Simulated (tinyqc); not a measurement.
Domain walls in a thin film with perpendicular anisotropy: Bloch, Neel and chiral walls, motion and stripe domains. Changing the uniaxial anisotropy K_u. Computed by tinyqc, a small Python program. Command: `OMP_NUM_THREADS=1 python tinyqc.py 3017115 3017116 out.jsonl mwall sweep`. One thread of a shared host (Intel(R) Xeon(R) Processor @ 2.30GHz), about 0.02 s of CPU time with the checks.

One-dimensional wall: polar angle theta(x), azimuth phi of the moment in the wall (phi = 0 Neel, 90 degrees Bloch). mu_0 = 1.25663706212e-6 T m/A, gamma = 1.76085963023e11 rad/(s T).

Inputs (values chosen for the exercise, for a model film):
```
quantity                      value    unit
saturation magnetisation M_s    736    kA/m
exchange stiffness A             12    pJ/m
DMI constant D                 0.12  mJ/m^2
thickness t                     2.4      nm
```

Method:
- K_eff = K_u - mu_0 M_s^2/2; Delta = sqrt(A/K_eff); sigma_0 = 4 sqrt(A K_eff); profile theta = 2 arctan exp(x/Delta); quality factor Q = 2 K_u/(mu_0 M_s^2).
- sigma(phi) = sigma_0 + 2 Delta K_D cos^2(phi) - pi D cos(phi), with the wall shape anisotropy K_D = N_x mu_0 M_s^2/2, N_x = t ln 2/(pi Delta). The minimum has cos(phi) = D/D_N for D < D_N = 4 Delta K_D/pi and phi = 0 beyond; sigma turns negative at D_c = (sigma_0 + 2 Delta K_D)/pi.
- Dipolar length l = sigma/(mu_0 M_s^2); for t much smaller than the period the domain width is w = 0.955 t exp(pi l/t) (Kaplan and Gehring), given as log10 of w in nm.

One run for each value; columns: (1) uniaxial anisotropy K_u (kJ/m^3); (2) width parameter Delta (nm); (3) wall energy sigma (mJ/m^2); (4) D_c (mJ/m^2); (5) log10 of the domain width in nm; (6) K_eff (kJ/m^3):
```
(1)      (2)     (3)     (4)     (5)     (6)
380   17.398   2.660  0.9929   2.582    39.6
525    8.062   5.856  2.0100   5.250   184.6
670    6.033   7.857  2.6471   6.922   329.6
815    5.028   9.448  3.1534   8.250   474.6
960    4.401  10.809  3.5867   9.387   619.6
1110   3.949  12.058  3.9842  10.430   769.6
1250   3.632  13.117  4.3214  11.315   909.6
1400   3.365  14.165  4.6550  12.190  1059.6
1540   3.163  15.078  4.9456  12.952  1199.6
```

Over the rows, width parameter Delta (nm) falls from 17.4 to 3.16 (exponent d ln y / d ln x -2.4 between the first rows and -0.65 between the last); wall energy sigma (mJ/m^2) rises from 2.66 to 15.1 (exponent d ln y / d ln x 2.4 between the first rows and 0.66 between the last); D_c (mJ/m^2) rises from 0.993 to 4.95 (exponent d ln y / d ln x 2.2 between the first rows and 0.64 between the last).

Caution (rows 960, 1110, 1250, 1400, 1540): the formula for N_x assumes a film much thinner than the wall width.

Extremes, crossings and ranges named in words are read from the listed rows.
